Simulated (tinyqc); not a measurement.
# Which input was changed?

Model: Frenkel-Kontorova chain: a misfit dislocation (kink) in a monolayer on a periodic substrate. Computed by tinyqc, a small Python program. Command: `OMP_NUM_THREADS=1 python tinyqc.py 3004409 3004410 out.jsonl fkchain which`. One thread of a shared host (Intel(R) Xeon(R) Processor @ 2.30GHz), about 0.1 s of CPU time with the checks.

E = sum_j [(k/2)(x_(j+1) - x_j - b)^2 + (W/2)(1 - cos(2 pi x_j/a))], x_j = a (j + u_j). A kink takes u from 0 to 1: the chain is stretched by one period and has one atom fewer than wells.

Inputs (values chosen for the exercise, for a model overlayer):
```
quantity              value           unit
spring constant k      3.72  eV/angstrom^2
substrate period a     2.71       angstrom
corrugation W          1.23             eV
misfit f = (b - a)/a   0.06              -
atoms on each side n     10              -
atomic mass M           126              u
```

Relaxation: Newton steps.

Constants: nu for 1 eV/(angstrom^2 u) = 15.6333042 THz.

Method:
- l0 = sqrt(k a^2/(2 W)); kink u(j) = (2/pi) arctan exp(pi j/l0); kink energy at f = 0: E0 = (4/pi) W l0; with misfit E0 - k a^2 f; kinks become favourable at f_c = 2/(pi l0), and a coherent chain with free ends loses stability at f_m = 1/l0. Lowest vibration of the flat chain: nu0 = 15.6333042 THz x sqrt(2 pi^2 W/(a^2 M)).
- Discrete chain at f = 0, ends held at u = 0 and 1: E = (k a^2/2) sum (u_(j+1) - u_j)^2 + (W/2) sum (1 - cos 2 pi u_j), gradient g_j = k a^2 (2 u_j - u_(j-1) - u_(j+1)) + pi W sin(2 pi u_j), Hessian 2 k a^2 + 2 pi^2 W cos(2 pi u_j) on the diagonal and -k a^2 beside it.
- Start as above (continuum shape at j + 1/2, j = -n..n-1, l0 = sqrt(k a^2/(2 W))). u(new) = u - H^-1 g; stop when the largest gradient is below 1e-9 eV.
- Repeat by Newton steps with an atom at the centre (j = -n..n, u_0 = 1/2). Barrier = difference of the two energies; the lowest Hessian eigenvalue tells minimum from saddle.

Task: One of these inputs alone was changed, within the range given: spring constant k (1.86 to 7.44); corrugation W (0.615 to 2.46); misfit f = (b - a)/a (0.03 to 0.12); atomic mass M (63 to 252). Which one, and to what value?

Results:
```
run     Peierls barrier (meV)  kink width l0  critical misfit f_c
before               9.820005       3.332523            0.1910323
after                2.653969       3.760427            0.1692945
```

Result:

Each candidate set to reproduce Peierls barrier, and what it then gives:
```
candidate                          range searched  value needed  kink width l0  critical misfit f_c
spring constant k (eV/angstrom^2)    1.86 to 7.44         4.979         3.8554              0.16512
corrugation W (eV)                  0.615 to 2.46        0.9660         3.7604              0.16929
misfit f = (b - a)/a                 0.03 to 0.12     no effect              -                    -
atomic mass M (u)                       63 to 252     no effect              -                    -
```

Only corrugation W fits every result: it went from 1.23 to 0.966 eV. The next best candidate, spring constant k, misses one result by 2.5 %.

Caution: a corrugation above 1 eV is larger than real overlayers usually show; it is chosen to keep the kink narrow.
